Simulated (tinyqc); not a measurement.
# Worked calculation: biaxially strained (001) channel, valley splitting in an inversion layer

Computed by the program tinyqc: `OMP_NUM_THREADS=1 python tinyqc.py 2530125 2530126 out.jsonl`, one thread of a shared Intel Xeon 2.30GHz, about 0.01 s for the whole run. Printed values are rounded.

A thin layer grown on a relaxed buffer is stretched in the plane. The two valleys with their long axis along the growth direction (D2) sink against the four in-plane ones (D4); confinement in a triangular well splits them too. Only the lowest subband of each set is kept; one relaxation time, so the weakening of intervalley scattering is left out.

Inputs (values chosen for the exercise); values close to those of silicon on relaxed silicon-germanium:
- T = 293 K (temperature)
- x = 0.13 (germanium share of the relaxed buffer)
- b1 = 0.0418 (lattice mismatch per unit x)
- c11 = 168 GPa (elastic constant)
- c12 = 62.2 GPa (elastic constant)
- Xu = 9.23 eV (shear deformation potential)
- ml = 0.91 m0 (longitudinal mass)
- mt = 0.188 m0 (transverse mass)
- F = 0.38 MV/cm (confining field)
- Ns = 3.9e12 cm^-2 (inversion density)
- bv = 0.384 nm (Burgers vector)

Constants: q = 1.602176634e-19 C, kB = 1.380649e-23 J/K, hbar = 1.054571817e-34 J s, m0 = 9.1093837015e-31 kg, Vt = kB T/q, hbar^2/(2 m0) = 0.0380998212 eV nm^2. Results are converted to the units shown.

## Strain, stress and splitting

e_par = b1 x, e_perp = -2 (c12/c11) e_par, splitting D = Xu (e_par - e_perp), in-plane stress (c11 + c12 - 2 c12^2/c11) e_par.

e_par = 0.5434 %
e_perp = -0.402375 %
D = 87.2950 meV
stress = 1.00063 GPa

## Subband edges and densities of states

Levels E(m) = 2.33811 (hbar^2 q^2 F^2/(2 m))^(1/3): E2 = E(ml), E4 = E(mt) + D; N2 = 2 mt kB T/(pi hbar^2), N4 = 4 sqrt(mt ml) kB T/(pi hbar^2).

E2 = 0.0917659 eV
E4 = 0.242525 eV
N2 = 3.96575e12 cm^-2
N4 = 1.74501e13 cm^-2

Of the gap E4 - E2 = 151 meV, confinement gives 63.5 meV.

## Iteration 1: critical thickness by substitution

h at the start = 10 nm

Critical thickness (Matthews-Blakeslee, 60-degree dislocations): h = bv (1 - nu/4)[ln(h/bv) + 1]/(4 pi e_par (1 + nu)), nu = c12/(c11 + c12). The right side gives h(new); e_par = b1 x.

h after iteration 1 = 17.5847 nm

## Iteration 2: critical thickness by substitution

As before.

h after iteration 2 = 19.9148 nm

## Course of the iteration: critical thickness by substitution

Stop when h changes by less than 1e-7 nm, or after 60 iterations.

Course of the iteration:
```
iteration   h (nm)  |change| (nm)
1          17.5847           7.58
2          19.9148           2.33
3          20.4284          0.514
4          20.5336          0.105
5          20.5548         0.0212
6          20.5590        4.26e-3
7          20.5599        8.55e-4
8          20.5601        1.72e-4
9          20.5601        3.45e-5
10         20.5601        6.92e-6
11         20.5601        1.39e-6
12         20.5601        2.79e-7
13         20.5601        5.60e-8
```

Converged in 13 iterations. At the end each change is about 0.20 times the one before: linear convergence.

## Share of the light valleys and conductivity mass

EF = 0.104030 eV

EF solves Ns = N2 ln(1 + exp((EF - E2)/Vt)) + N4 ln(1 + exp((EF - E4)/Vt)); f2 is the share in D2, and 1/mc = f2/mt + (1 - f2)(1/mt + 1/ml)/2.

f2 = 0.981481
mc = 0.189391 m0

Without strain f2 would be 0.673 and mc 0.216 m0, so repopulation alone gains 14 % in mobility.
